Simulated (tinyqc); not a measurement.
## Ellipsometry and reflectance of a transparent film on an absorbing substrate: effect of the angle of incidence

Air (index 1), film, substrate with N2 = n2 - i k2; time factor exp(+i w t). q_j = sqrt(N_j^2 - sin^2 th), root with positive real part. Fresnel coefficients r_s = (q_a - q_b)/(q_a + q_b), r_p = (N_b^2 q_a - N_a^2 q_b)/(N_b^2 q_a + N_a^2 q_b). tan(Psi) exp(i Delta) = R_p/R_s, Delta taken from 0 to 360 degrees.

beta = 2 pi d q1/lam, X = exp(-2 i beta), R = (r01 + r12 X)/(1 + r01 r12 X) for p and s. dDelta/dd is the derivative of Delta; period lam/(2 q1).

Values chosen for this exercise; indices close to those of photoresist on silicon:
```
symbol  value  unit                                  meaning
lam       405    nm                               wavelength
n1      1.648                  index of the transparent film
d         120    nm                           film thickness
n2       5.42                         index of the substrate
k2      0.329        extinction coefficient of the substrate
```

Results:
```
th (degrees),Psi (degrees),Delta (degrees),|R_p|^2,|R_s|^2,dDelta/dd (degrees/nm),period (nm)
50,35.49,197.7,0.2947,0.5799,-0.9912,138.8
55,33.21,206.6,0.2578,0.6014,-1.254,141.6
60,30.88,219.1,0.2243,0.6271,-1.530,144.4
65,28.94,236.3,0.2014,0.6589,-1.729,147.1
70,28.15,258.4,0.2002,0.6993,-1.674,149.6
75,29.39,284.2,0.2385,0.7515,-1.270,151.7
85,38.54,335.9,0.5719,0.9016,-0.2972,154.2
```

Estimate the missing row, th = 80 degrees.

Computed row:
```
th (degrees),Psi (degrees),Delta (degrees),|R_p|^2,|R_s|^2,dDelta/dd (degrees/nm),period (nm)
80,33.03,310.7,0.3458,0.8184,-0.7248,153.2
```

With this row back in the table: Psi goes from 35.5 through a minimum of 28.1 (at th = 70 among the rows listed) to 38.5 degrees and |R_p|^2 goes from 0.295 through a minimum of 0.200 (at th = 70 among the rows listed) to 0.572. The slope of Delta is largest in size, 1.73 degrees/nm, at th = 65 among the rows. The bare substrate has its smallest |R_p| near arctan(n2) = 79.5 degrees.

tinyqc, about 0.01 s, one thread, Intel Xeon 2.30GHz (shared host): `OMP_NUM_THREADS=1 python tinyqc.py 2870162 2870163 out.jsonl`
